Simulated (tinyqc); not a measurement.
p-n diode with diffusion and depletion-layer recombination: one step of the calculation.

Abrupt junction in the depletion approximation, low injection, full ionisation, neutral widths fixed, ohmic contact on the p side. Vj is the junction voltage; where a series resistance Rs is given, V = Vj + J Rs is the terminal voltage.

Task. Recombination in the depleted layer. ni = sqrt(Nc Nv) exp(-Eg/(2 Vt)), Eg in volts. Vbi = Vt ln(Na Nd/ni^2), W = sqrt(2 eps0 eps_r (Vbi - Vj)(1/Na + 1/Nd)/q), xp = W Nd/(Na + Nd), xn = W Na/(Na + Nd); u(x) = q Na (x + xp)^2/(2 eps0 eps_r) for x < 0 and Vbi - Vj - q Nd (xn - x)^2/(2 eps0 eps_r) for x > 0; p = Na exp(-u/Vt), n = Nd exp((u - Vbi + Vj)/Vt); U = ni^2 (exp(Vj/Vt) - 1)/(tp (n + ni exp(Et/Vt)) + tn (p + ni exp(-Et/Vt))); J_scr = q times the integral of U from -xp to xn. Trapezoid rule on 16 equal steps.

Values chosen for this exercise; band and dielectric values close to those of silicon:
```
symbol,value,unit,meaning
T,400,K,temperature
Eg,1.1,eV,band gap
eps_r,11.7,,relative permittivity
Nc,4.26e19,cm^-3,conduction-band density of states at T
Nv,4.14e19,cm^-3,valence-band density of states at T
Na,3.2e16,cm^-3,acceptor density
Nd,4.9e15,cm^-3,donor density
tn,4e-9,s,electron lifetime
tp,2e-6,s,hole lifetime
Et,0.14,eV,trap level above the intrinsic level
Vj,0.3,V,junction voltage at which recombination is evaluated
```

Constants: q = 1.602176634e-19 C, kB = 1.380649e-23 J/K, Vt = kB T/q, eps0 = 8.8541878128e-14 F/cm where lengths are in cm. Results are converted to the units shown.

Find: W; x; u; n; p; U; J_scr.

Result.

W = 270.46 nm

```
point,x (nm),u (V),n (cm^-3),p (cm^-3),U (cm^-3 s^-1)
0,-35.91,0.00000,4.5888e12,3.2000e16,2.0662e20
1,-19.01,0.00707,5.6337e12,2.6065e16,2.1311e20
2,-2.11,0.02828,1.0424e13,1.4086e16,2.2567e20
3,14.80,0.05739,2.4254e13,6.0545e15,2.2723e20
4,31.70,0.08446,5.3188e13,2.7608e15,2.1253e20
5,48.60,0.10936,1.0954e14,1.3405e15,1.8402e20
6,65.51,0.13210,2.1186e14,6.9312e14,1.4683e20
7,82.41,0.15267,3.8480e14,3.8161e14,1.0920e20
8,99.32,0.17107,6.5635e14,2.2373e14,7.7805e19
9,116.22,0.18731,1.0514e15,1.3967e14,5.4850e19
10,133.12,0.20139,1.5816e15,9.2844e13,3.9288e19
11,150.03,0.21330,2.2344e15,6.5720e13,2.9117e19
12,166.93,0.22304,2.9644e15,4.9536e13,2.2579e19
13,183.83,0.23062,3.6934e15,3.9759e13,1.8444e19
14,200.74,0.23604,4.3215e15,3.3980e13,1.5930e19
15,217.64,0.23928,4.7485e15,3.0924e13,1.4579e19
16,234.55,0.24037,4.9000e15,2.9968e13,1.4153e19
```

J_scr = 4.6083e-4 A/cm^2

tinyqc, about 0.01 s, one thread, Intel Xeon 2.30GHz (shared host): `OMP_NUM_THREADS=1 python tinyqc.py 2260056 2260057 out.jsonl`
